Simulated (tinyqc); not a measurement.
Surface potential of a MOS transistor: implicit equation and explicit approximations: two steps of the calculation.

p-type body, charge-sheet picture, depletion and inversion only, full ionisation (an idealisation for deep acceptors), Boltzmann statistics (rough once Na exp(x - xn) passes about Nc/7). In units of Vt: xg = (Vg - Vfb)/Vt, x = psi/Vt, G = gamma/sqrt(Vt), xn = (2 phiF + Vc)/Vt. The implicit equation is (xg - x)^2 = G^2 [x - 1 + exp(x - xn)] for x above about 3. Cox = eps0 eox/tox.

Inputs (values chosen for the exercise); band and dielectric values close to those of silicon:
```
symbol  value  unit                                                                 meaning
T         300     K                                                             temperature
eox       3.9        relative permittivity of the gate insulator (close to silicon dioxide)
tox        23    nm                                                     insulator thickness
Vc          1     V                                                    channel-body voltage
```

Constants: q = 1.602176634e-19 C, kB = 1.380649e-23 J/K, Vt = kB T/q, eps0 = 8.8541878128e-14 F/cm where lengths are in cm. Results are converted to the units shown.

Problem 1. New x. D = exp(x - xn), f = (xg - x)^2 - G^2 (x - 1 + D), f' = -2 (xg - x) - G^2 (1 + D), x(new) = x - f/f'.

x after iteration 1 = 74.165529
G = 4.4842210
xn = 69.464139
xg = 134.22559

Find: D; f; f'; x after iteration 2.

Solution 1.

D = 110.10
f = -77.938
f' = -2354.1
x after iteration 2 = 74.132

Problem 2. Potential, charges and gate control. psi = Vt x; N_dep = Cox Vt G sqrt(x - 1)/q; N_inv = (Cox Vt G/q) [sqrt(x - 1 + exp(x - xn)) - sqrt(x - 1)]; dpsi/dVg = 1/[1 + G^2 (1 + exp(x - xn))/(2 (xg - x))].

converged x = 74.131897
G = 4.4842210
xn = 69.464139
xg = 134.22559

Give: psi; N_dep; N_inv; dpsi/dVg.

Solution 2.

psi = 1.916 V
N_dep = 9.290e11 cm^-2
N_inv = 5.268e11 cm^-2
dpsi/dVg = 0.05269

psi lies 4.7 Vt above 2 phiF + Vc.

tinyqc, about 0.01 s, one thread, Intel Xeon 2.30GHz (shared host): `OMP_NUM_THREADS=1 python tinyqc.py 2122177 2122178 out.jsonl`
